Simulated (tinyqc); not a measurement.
# Read current of a NAND string, cells in series solved by shooting, step by step

Computed by the program tinyqc: `OMP_NUM_THREADS=1 python tinyqc.py 2142077 2142078 out.jsonl`, one thread of a shared Intel Xeon 2.30GHz, about 0.4 s for the whole run. Printed values are rounded.

Cells in series, numbered from 0 at the source line (0 V) to the bit line, each followed by a gap resistance Rg. A cell with gate Vg, threshold VT, source Vs and drain Vd passes I = 2 nf K Vt^2 [F(Vs) - F(Vd)]/(1 + th max(Vg - VT, 0)), F(V) = ln^2(1 + exp((Vg - VT - nf V)/(2 nf Vt))). The selected cell has Vg = Vr, the others Vg = Vp.

Values chosen for this exercise; values of the order met in vertical NAND strings:
```
symbol  value    unit                                 meaning
T         300       K                             temperature
K          23  uA/V^2                   gain factor of a cell
nf        1.4                                    slope factor
th       0.17     1/V               mobility reduction factor
Rg        1.9    kohm     resistance of the gap between cells
Vbl       0.3       V                        bit-line voltage
Vp        7.1       V                            pass voltage
Vr       2.73       V  read voltage on the selected word line
```

Constants: q = 1.602176634e-19 C, kB = 1.380649e-23 J/K, Vt = kB T/q. Results are converted to the units shown.

## Step 1: node voltages for a trial current

first trial current = 1.6 uA
thresholds from the source end, cell 0 to 4 (V): 1.4  -1.2  3.1  -1.2  -1.2

For a trial current I start at 0 V and, cell by cell (the selected one is cell 0), solve for the drain: sqrt(F(Vd)) = sqrt(F(Vs) - I/k), k = 2 nf K Vt^2/(1 + th max(Vg - VT, 0)), Vd = [Vg - VT - 2 nf Vt ln(exp(sqrt F) - 1)]/nf, then add I Rg.

node voltage after each cell and gap, trial 1, cell 0 to 4 (V): 0.0694951  0.0930180  0.126425  0.150150  0.173960

## Step 2: node voltages for a trial current

second trial current = 2.3 uA

As before.

node voltage after each cell and gap, trial 2, cell 0 to 4 (V): 0.101526  0.135526  0.184350  0.218779  0.253391

## Course of the secant iteration

Secant steps on the end voltage less Vbl, from the two trials; a trial above the saturation current of a cell has no solution and is moved halfway to the previous trial. Stop below 1e-9 V.

Course of the iteration:
```
iteration   I (uA)  end voltage - Vbl (V)  halvings
1          2.71076                1.06e-3         0
2          2.70160               -9.03e-6         0
3          2.70167               -1.76e-9         0
4          2.70167               1.72e-15         0
```

Converged in 4 iterations to I = 2.7017 uA. The selected cell takes 38.4 % of the bit-line voltage and the gaps together 8.56 %.
